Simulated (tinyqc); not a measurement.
## Transfer-length model of a contact: effect of the contact length

A metal contact of length d and width W on a thin layer of the same width. The metal has no resistance, the sheet resistance under it equals Rsh, and current enters the layer at the front edge x = 0.

Transfer length Lt = sqrt(rc/Rsh); front resistance Rc = (Rsh Lt/W) coth(d/Lt); end resistance Re = (Rsh Lt/W)/sinh(d/Lt).

Values chosen for this exercise:
- Rsh = 120 ohm/sq (sheet resistance of the semiconductor layer)
- rc = 6.3e-6 ohm cm^2 (specific contact resistivity)
- W = 69 um (contact width)

Results:

| d (um) | d/Lt | Rc W (ohm um) | rc/d (ohm um) | Re/Rc |
|---|---|---|---|---|
| 0.32 | 0.1397 | 1982 | 1969 | 0.9903 |
| 0.47 | 0.2051 | 1359 | 1340 | 0.9793 |
| 0.7 | 0.3055 | 927.8 | 900.0 | 0.9551 |
| 1.6 | 0.6983 | 455.8 | 393.8 | 0.7975 |
| 2.3 | 1.004 | 360.3 | 273.9 | 0.6462 |
| 3.5 | 1.528 | 302.1 | 180.0 | 0.4146 |
| 5.2 | 2.269 | 280.9 | 121.2 | 0.2045 |
| 7.7 | 3.361 | 275.6 | 81.82 | 0.06935 |
| 11 | 4.801 | 275.0 | 57.27 | 0.01645 |

Estimate the missing row, d = 1 um.

Computed row:

| d (um) | d/Lt | Rc W (ohm um) | rc/d (ohm um) | Re/Rc |
|---|---|---|---|---|
| 1 | 0.4364 | 669.5 | 630.0 | 0.9118 |

With this row back in the table: Rc W falls from 1980 to 275 ohm um, as d^(-0.98) between the first two rows. It levels off at sqrt(rc Rsh) = 275 ohm um and, among the rows, is within 5 % of that from d = 5.2 um on (Lt = 2.29 um): metal beyond two transfer lengths lowers Rc by less than 4 %.

Numbers from tinyqc (`OMP_NUM_THREADS=1 python tinyqc.py 2760137 2760138 out.jsonl`; about 0.01 s on one thread of a shared Intel Xeon 2.30GHz).
